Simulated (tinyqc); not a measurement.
Configuration-coordinate model of carrier capture at a defect, step by step. Values are carried at full precision from step to step, so a last printed digit may differ when a step is redone from the rounded ones.

Two parabolas of equal curvature k in one coordinate Q: with the carrier free at the band edge, U_f = k Q^2/2; with the carrier trapped, U_t = k (Q - dQ)^2/2 - ET. ER = k dQ^2/2, Huang-Rhys factor S = ER/hw, hw = 0.0646541 sqrt(k/M) eV for k in eV/angstrom^2 and M in u. The curves cross at a height Eb = (ER - ET)^2/(4 ER) above the free minimum.

Constants: kB = 8.617333262e-05 eV/K.

Inputs chosen for the exercise (of the size met at a deep level in GaN; the results hold for these values, not for the real material):
```
symbol  value  unit  meaning
ET      1.03   eV    thermal depth of the level below the band edge
ER      0.43   eV    relaxation energy
hw      0.044  eV    phonon energy of the mode
M       70     u     mass of the mode
T       200    K     temperature
nu      1e+13  1/s   attempt rate
```

## The two parabolas

Form S, k, dQ, the crossing point Qc = (ER - ET)/(k dQ), Eb, and the emission barrier Eb + ET.

S = 9.773
k = 32.4199 eV/angstrom^2
dQ = 0.1629 angstrom
Qc = -0.1136 angstrom

barriers (eV): capture 0.2093, emission 1.2393

ER < ET: the crossing lies on the far side of the free minimum (the inverted case), where tunnelling between vibrational states can matter much if Eb is well above hw.

## Optical transitions

Vertical ionisation from the trapped minimum costs ET + ER; vertical capture from the free minimum releases ET - ER (none if negative); the band has a standard deviation sqrt(S hw^2 coth(hw/2kT)) with S = ER/hw, and a full width 2.35482 times that.

energies (eV): ionisation peak 1.460, zero-phonon 1.030, emission peak 0.600

coth(hw/2kT) = 1.1688
standard deviation = 0.1487 eV
full width = 0.3502 eV

Radiative capture would peak at 0.600 eV. The optical peak exceeds the thermal depth by a factor 1.42.

## The multiphonon factor

Multiphonon factor for giving p = ET/hw phonons to the lattice: W = exp(-S (2 nb + 1)) ((nb + 1)/nb)^(p/2) I_p(x), nb = 1/(exp(hw/kT) - 1), x = 2 S sqrt(nb (nb + 1)), I_p the modified Bessel function. Classical limit: W = hw exp(-Eb/kT)/sqrt(4 pi ER kT). At T = 0: exp(-S) S^p/Gamma(p + 1).

Form p, nb, x and ln W, the classical ln W, and the capture time 1/(nu W).

p, nb, x: [23.4091, 0.0844, 5.9138]

ln W: quantum -8.708, classical -14.081

capture time = 6.05e-10 s

The quantum factor is 215 times the classical one at kT/hw = 0.39: nuclear tunnelling rules.

## Emission by detailed balance

For equal degeneracies and one band-edge state, emission time = capture time x exp(ET/kT).

ET/kT = 59.763
log10 of the emission time in s = 16.74

## Checks

- Ln W for the nearest whole p against the double Poisson sum over emitted and absorbed phonons: both -8.37299.

tinyqc: `OMP_NUM_THREADS=1 python tinyqc.py 1482069 1482070 out.jsonl`; about 0.01 s, one thread, shared Intel(R) Xeon(R) Processor @ 2.30GHz.
